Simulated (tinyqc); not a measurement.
From results back to parameters: Koster-Slater impurity in an sp3s* host.

Problem. In the Koster-Slater model a defect shifts the s level of its site by Vs and the p levels by Vp; an A1 level solves 1/Vs = G_s(E) and a T2 level 1/Vp = G_p(E), E from the top of the valence band. A defect has an A1 level at E = 0.5806 eV, one of the energies of the table, and a T2 level at 1.7417 eV.

G(E) of the host (1/eV):

| E (eV) | G_s | G_p |
|---|---|---|
| 0.0000 | -0.0267064 | 0.2328470 |
| 0.2903 | -0.0362637 | 0.1622419 |
| 0.5806 | -0.0477242 | 0.1244645 |
| 0.8709 | -0.0621276 | 0.0973116 |
| 1.1611 | -0.0812978 | 0.0755023 |
| 1.4514 | -0.1089273 | 0.0566657 |
| 1.7417 | -0.1541528 | 0.0392590 |
| 2.0320 | -0.2496299 | 0.0215720 |
| 2.3223 | -0.7669315 | -0.0048456 |

Find: Vs, Vp.

Solution. Read G_s and G_p at the two energies and invert them. Vs is attractive and pulls its level down from the conduction bands. Vp is repulsive and pushes its level up from the valence bands.

Vs, Vp (eV): -21.0  25.5

(tinyqc, `OMP_NUM_THREADS=1 python tinyqc.py 1452562 1452563 out.jsonl`, Intel(R) Xeon(R) Processor @ 2.30GHz, 1 thread, shared host, about 0.01 s.)
